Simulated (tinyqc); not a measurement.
What each parameter does: six-band Luttinger-Kohn model with strain.

Six-band Luttinger-Kohn model in the basis |3/2,3/2>, |3/2,1/2>, |3/2,-1/2>, |3/2,-3/2>, |1/2,1/2>, |1/2,-1/2>, electron energies, zero at the top of the unstrained valence band. H = -[rows: (P+Q, -S, R, 0, -S/r2, r2 R); (-S*, P-Q, 0, R, -r2 Q, r32 S); (R*, 0, P-Q, S, r32 S*, r2 Q); (0, R*, S*, P+Q, -r2 R*, -S*/r2); (-S*/r2, -r2 Q, r32 S, -r2 R, P+Dso, 0); (r2 R*, r32 S*, r2 Q, -S/r2, 0, P+Dso)], r2 = sqrt(2), r32 = sqrt(3/2). Levels are twofold.

P = c g1 k^2 - av tr(e); Q = c g2 (kx^2 + ky^2 - 2 kz^2) - (b/2)(exx + eyy - 2 ezz); R = c sqrt3 [-g2 (kx^2 - ky^2) + 2i g3 kx ky] + (sqrt3/2) b (exx - eyy) - i d exy; S = 2 c sqrt3 g3 (kx - i ky) kz - d (exz - i eyz); c = hbar^2/2m0, e the strain tensor (not engineering shear).

s11 = (C11 + C12)/((C11 - C12)(C11 + 2 C12)), s12 = -C12/((C11 - C12)(C11 + 2 C12)), s44 = 1/C44; exx = s11 sxx + s12 (syy + szz) and cyclic, exy = s44 sxy/2; tension is positive. A uniaxial stress X along the unit vector n is s_ij = X n_i n_j.

Constants: hbar^2/2m0 = 3.80998211 eV angstrom^2.

Parameters, chosen for this exercise (near those of Ge; the results hold for these values, not for the real material):

| symbol | value | unit | meaning |
|---|---|---|---|
| Dso | 0.302 | eV | spin-orbit splitting |
| g1 | 13.56 |  | Luttinger gamma1 |
| g2 | 4.24 |  | gamma2 |
| g3 | 5.69 |  | gamma3 |
| av | 1.23 | eV | valence hydrostatic potential |
| b | -2.4 | eV | tetragonal shear potential |
| d | -5.24 | eV | trigonal shear potential |
| C11 | 135.2 | GPa |  |
| C12 | 47.6 | GPa |  |
| C44 | 63.6 | GPa |  |
| load | biaxial (001) |  | kind of stress |
| X | -0.35 | GPa | stress |

Edges at k = 0 under a biaxial (001) stress X and the curvature mass of the top pair along [110] (step 0.0002 1/angstrom).

One parameter was then changed.

Results before and after:

| case | top (eV) | second (eV) | third (eV) | mass (m0) |
|---|---|---|---|---|
| base | 0.0059 | -0.0127 | -0.3064 | 0.056 |
| changed | 0.0096 | -0.0168 | -0.3076 | 0.056 |

Which of these changes was made? (a) g3 = 6.828; (b) C12 = 57.12 GPa; (c) g2 = 3.392; (d) C11 = 108.16 GPa; (e) g1 = 16.272; (f) av = 1.476 eV; (g) Dso = 0.242 eV.

Answer: (d) C11 = 108.16 GPa. Of the candidates, run in turn, only this one gives the changed row.

All candidates:

| case | top (eV) | second (eV) | third (eV) | mass (m0) |
|---|---|---|---|---|
| base | 0.0059 | -0.0127 | -0.3064 | 0.056 |
| C11 = 108.16 GPa | 0.0096 | -0.0168 | -0.3076 | 0.056 |
| g3 = 6.828 | 0.0059 | -0.0127 | -0.3064 | 0.056 |
| C12 = 57.12 GPa | 0.0073 | -0.0134 | -0.3062 | 0.056 |
| av = 1.476 eV | 0.0051 | -0.0134 | -0.3071 | 0.056 |
| Dso = 0.242 eV | 0.0059 | -0.0125 | -0.2465 | 0.056 |
| g2 = 3.392 | 0.0059 | -0.0127 | -0.3064 | 0.059 |
| g1 = 16.272 | 0.0059 | -0.0127 | -0.3064 | 0.049 |

The Luttinger parameters multiply k^2 and cannot move the edges; av shifts all edges alike and leaves the mass.

Program tinyqc; command `OMP_NUM_THREADS=1 python tinyqc.py 1050245 1050246 out.jsonl`; about 0.2 s on one thread of a shared Intel(R) Xeon(R) Processor @ 2.30GHz.
